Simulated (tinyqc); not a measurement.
Inter-valley coupling by envelope functions against a chain of atomic planes, step by step. Values are carried at full precision from step to step, so a last printed digit may differ when a step is redone from the rounded ones.

Chain: E(phi) = e0 + 2 v cos(phi) + 2 u cos(2 phi), cos(phi0) = -v/(4u), e0 = 2u + v^2/(4u); plane j = 0, 1, ... has the potential V_j = dE x_j + F (j - 30) a/4 (1 MV/m = 1e-4 V/angstrom). There are 30 barrier planes a side; with y = j - 29.5, x_j = xb (f(y) + f(Nw - y)), f(y) = 1/(1 + exp(y/L)), plus any Ge added in the well. The valley splitting is the spacing of the two lowest levels. Envelope theory: F_j solves a one-valley chain with hopping -b and diagonal 2b + V_j, b = 4u sin^2(phi0), sum F_j^2 = 1; the valleys couple by Dv = sum_j F_j^2 V_j exp(-2 i phi0 j) and split by 2|Dv|.

Constants: hbar^2/2m0 = 3.80998211 eV angstrom^2.

Values chosen for the exercise (near those of the Delta valleys of silicon in a SiGe well; shifted at random, so the results belong to these values and not to a real crystal):
```
symbol  value  unit      meaning
a       5.431  angstrom  lattice constant; planes lie a/4 apart
u       0.583  eV        second-neighbour hopping
v       0.641  eV        nearest hopping
Nw      58               planes in the well
L       1.25   planes    interface width
xb      0.28             Ge fraction of the barriers
dE      0.5    eV        offset per unit Ge fraction
F       8      MV/m      field
js      42               plane j of a Ge spike (the well starts at j = 30)
xs      0.03             Ge fraction added on that plane
```

## Valley phase, mass and the wavelengths that couple the valleys

phi0; b = 4u sin^2(phi0); mass m/m0 = c/(b (a/4)^2), c = hbar^2/2m0. A potential couples the valleys if its phase advances by 2 phi0 a plane, or, since only whole planes count, by 2 pi - 2 phi0: periods pi/phi0 and pi/(pi - phi0) planes.

phi0 = 1.84925 rad
b = 2.15581 eV
mass = 0.9587 m0

periods (planes): pi/phi0 1.6988, pi/(pi - phi0) 2.4309

longer period = 3.3006 angstrom

## The smooth well

Lowest doublet of the chain and the envelope result.

level (meV): chain 27.870, envelope 27.909

splitting (micro-eV): chain 0.748, envelope 0.739

planes covered, 1/sum F^4 = 30.70
largest F_j^2 = 0.04593

The levels agree within 0.04 meV. A graded interface has little Fourier weight at 2 phi0, so the splitting is a small remainder of cancelling terms; the envelope value is 0.99 times that of the chain.

## One plane of added Ge, to first order

F_j^2 of the smooth well on that plane = 0.04571

F_j is the envelope on plane j (sum F_j^2 = 1) and Dv the coupling of the two valleys, which split by 2|Dv|. A single plane has Fourier weight at all wavelengths: it adds dE xs F_j^2 to |Dv|, so the splitting is about 2 dE xs F_j^2 if this term rules, and the mean of the doublet rises by dE xs F_j^2.

splitting = 1371 micro-eV
rise of the mean level = 0.686 meV

The chain with the spike gives 1322 micro-eV and a rise of 0.661 meV; the envelope solved with the spike gives 1314. First order is +4 % off.

## Checks

- Splitting with a weak spike (0.02) on plane j = 49 from the envelope against the chain (micro-eV): 722 against 724.

tinyqc: `OMP_NUM_THREADS=1 python tinyqc.py 1481691 1481692 out.jsonl`; about 0.07 s, one thread, shared Intel(R) Xeon(R) Processor @ 2.30GHz.
